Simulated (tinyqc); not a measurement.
Comparisons within one model: BHZ model on a square lattice (one spin block). A value that a table varies takes the place of the one given here.

h(k) = e0 + d.s with s the Pauli matrices in the basis (E, H), k in units of 1/a: dx = (A/a) sin kx, dy = (A/a) sin ky, dz = M - (2B/a^2)(2 - cos kx - cos ky), e0 = -(2D/a^2)(2 - cos kx - cos ky). The other spin block is h*(-k). For small k this is the continuum model with dz = M - B k^2.

Parameters, chosen for this exercise (of the size used for InAs / GaSb double wells; the results hold for these values, not for the real material):
```
symbol  value          unit           meaning
A       0.73           eV angstrom
B       -89.2          eV angstrom^2
D       -20.1          eV angstrom^2
a       50             angstrom       grid spacing
M       0.0161         eV             mass term
k       (-0.13, 0.17)  1/a            wave vector
```

## Through the transition

M is varied. Direct gap at Gamma 2|M|; smallest direct gap on kx = 0 to 1 in steps of 0.01; nu = 1 for M/B > 0, else 0; middle gap of a ribbon of 40 rows at kx = 0 (block (A/a) sy/(2i) + (B/a^2) sz + D/a^2 between rows, hard walls).

Against M (meV):
```
M    2|M|  smallest direct gap  nu  ribbon gap
-40  80.0                28.48   1       0.008
-25  50.0                21.85   1       0.000
-15  30.0                17.25   1       0.004
-8   16.0                12.29   1       0.004
-3    6.0                 6.00   1       0.004
3     6.0                 6.00   0       6.693
8    16.0                16.00   0      16.545
15   30.0                30.00   0      30.491
30   60.0                60.00   0      60.456
```

With B < 0, negative M is inverted. There edge states cross the bulk gap: the ribbon gap is 0.000 against 21.8 meV at M = -25 meV, and 0.004 against 6.0 at -3 meV, while for positive M confinement raises it above 2|M| (30.49 against 30 meV at M = 15 meV). For M = -40, -25, -15 and -8 meV the smallest direct gap has left Gamma, so at least one band is camel-backed.

## What each parameter does

Levels at k and dz there. Each row changes one parameter from the base and keeps the others.

Results:
```
case                      lower (meV)  upper (meV)  dz (meV)
base                          -17.634       18.369    17.731
A = 0.803 eV angstrom         -17.691       18.426    17.731
B = -98.12 eV angstrom^2      -17.795       18.530    17.894
D = -16.08 eV angstrom^2      -17.708       18.296    17.731
M = 0.0211 eV                 -22.575       23.310    22.731
a = 52 angstrom               -17.520       18.200    17.608
```

The largest shifts from the base row, up to three for each result and ties (the steps differ in size, so this ranks the rows, not the parameters). lower (meV): M -4.941, B -0.161, a +0.114. upper (meV): M +4.941, a -0.169, B +0.161. dz (meV): M +5.000, B +0.163, a -0.123; unchanged at the printed digits by A and D. D shifts both levels alike and leaves the states, so it cannot change the topology while the gap stays open.

tinyqc: `OMP_NUM_THREADS=1 python tinyqc.py 1450738 1450739 out.jsonl`; about 0.09 s, one thread, shared Intel(R) Xeon(R) Processor @ 2.30GHz.
